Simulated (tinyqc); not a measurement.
Capillary instabilities by surface diffusion: grooving and agglomeration of films, edge retraction, wire break-up and smoothing of roughness: one step, computed by the program tinyqc. Command: `OMP_NUM_THREADS=1 python tinyqc.py 3023737 3023738 out.jsonl dewet walk`. One thread of a shared host (Intel(R) Xeon(R) Processor @ 2.30GHz), about 0.01 s of CPU time with the checks.

Isotropic surface energy; shapes change by surface diffusion alone.

Task: Will grooves cut through? Groove angle beta: sin(beta) = gamma_b/(2 gamma). For circular grains of radius R with spherical caps the groove ends (measured from the mean surface) at the depth R g(beta), g = (2 - 3 cos beta + cos^3 beta)/(3 sin^3 beta). The film parts if R [g(beta_s) + g(beta_i)] > h.

Inputs (values chosen for the exercise, of the order of those of a ruthenium film): surface energy gamma_s = 2.83 J/m^2; grain-boundary energy gamma_b = 0.72 J/m^2; interface energy gamma_i = 1.2 J/m^2; film thickness h = 24 nm; grain radius R = 65 nm.

Grooves: at the surface and the interface.

Give: beta_s; beta_i; sum of g; critical R/h; final depth over h.

Result:

beta_s = 7.308 degrees

beta_i = 17.46 degrees

sum of g = 0.1093

critical R/h = 9.145

final depth over h = 0.2961

The grooves stop short by this estimate; triple junctions groove deeper and may still open.
